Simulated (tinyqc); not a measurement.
Spin coating of a resist or spin-on film: centrifugal thinning, evaporation and the final thickness (Emslie and Meyerhofer models). Changing the solids volume fraction c0. Computed by tinyqc, a small Python program. Command: `OMP_NUM_THREADS=1 python tinyqc.py 3112352 3112353 out.jsonl spincoat sweep`. One thread of a shared host (Intel(R) Xeon(R) Processor @ 2.30GHz), about 0.2 s of CPU time with the checks.

A Newtonian film stays uniform over the wafer; solvent and solids have the same density and the concentration is uniform through the thickness.

Inputs (values chosen for the exercise, of the order of those of a polymer resist in an ester solvent):
```
quantity,value,unit
kinematic viscosity of the solvent nu_s,1.2,mm^2/s
viscosity constant k,790,mm^2/s
viscosity exponent gamma,3.4,-
spin speed f,3000,rpm
evaporation rate at 1000 rpm e0,0.2,micrometre/s
starting thickness h0,100,micrometre
wafer radius R,150,mm
shrinkage in the bake,10,%
```

Method:
- omega = 2 pi f/60; nu(c) = nu_s + k c^gamma; evaporation rate e = e0 sqrt(f/1000 rpm).
- Flow constant K = 2 omega^2/(3 nu(c0)); Reynolds number of the air omega R^2/nu_air with nu_air = 15 mm^2/s.
- Meyerhofer estimate: flow rules until (1 - c0) K h^3 = e, then evaporation alone: h_w = (e/((1 - c0) K))^(1/3), dry film c0 h_w.
- Full model for solids s and liquid l per area, h = s + l, c = s/h: ds/dt = -c Q, dl/dt = -(1 - c) Q - e, Q = 2 omega^2 h^3/(3 nu(c)); integrated adaptively (relative tolerance 1e-9) until l = 0.
- Dry film = s at l = 0, before the bake; film after the bake = s x (1 - shrinkage).

One run for each value:
```
solids volume fraction c0,dry film (nm),nu(c0) (mm^2/s),"dry film, estimate (nm)",time to dry (s)
0.010,18,1.20,19,6.40
0.016,30,1.20,30,6.37
0.025,47,1.20,47,6.33
0.040,76,1.21,75,6.30
0.063,125,1.27,121,6.36
0.100,224,1.51,207,6.77
0.160,473,2.75,414,8.21
0.250,1113,8.29,969,11.06
0.400,2956,36.25,2730,15.05
```

Over the rows, dry film (nm) rises from 18.5 to 2960 (exponent d ln y / d ln x 1.0 between the first rows and 2.1 between the last); nu(c0) (mm^2/s) rises from 1.20 to 36.2 (exponent d ln y / d ln x 8.8e-4 between the first rows and 3.1 between the last); dry film, estimate (nm) rises from 18.5 to 2730 (exponent d ln y / d ln x 1.0 between the first rows and 2.2 between the last). In the estimate the dry film goes as c0 (nu/(1 - c0))^(1/3), so its exponent rises above 1 once the solids raise the viscosity.

Caution (all rows): above a Reynolds number of about 3e5 the air flow near the rim turns turbulent, and evaporation is no longer uniform.
